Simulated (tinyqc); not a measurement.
Inside a calculation. Method: coupled-perturbed Hartree-Fock on RHF in the sto-3g basis, for BeH2, spin multiplicity 1. One step of it, computed by the program tinyqc.

Task: Response to a field: uncoupled start. Field along z; U_ai = -mu_ai / (e_a - e_i), alpha = -4 sum U_ai mu_ai.

orbital energies (hartree): MO1 -4.534413, MO2 -0.415197, MO3 -0.372026, MO4 0.212247, MO5 0.213746, MO6 0.352170, MO7 0.688526

dipole integrals <a|z|i> (bohr):
```
,i1,i2,i3
a4,0.150140,0.962945,0.000000
a5,0.000000,0.000000,0.000000
a6,0.018340,0.054125,0.000000
a7,0.000000,0.000000,-0.091243
```

Give: uncoupled U; uncoupled polarisability.

Result:

uncoupled U:
```
,i1,i2,i3
a4,-0.032,-1.535,0.000
a5,0.000,0.000,0.000
a6,-0.004,-0.071,0.000
a7,0.000,0.000,0.086
```

uncoupled polarisability = 5.977 bohr^3
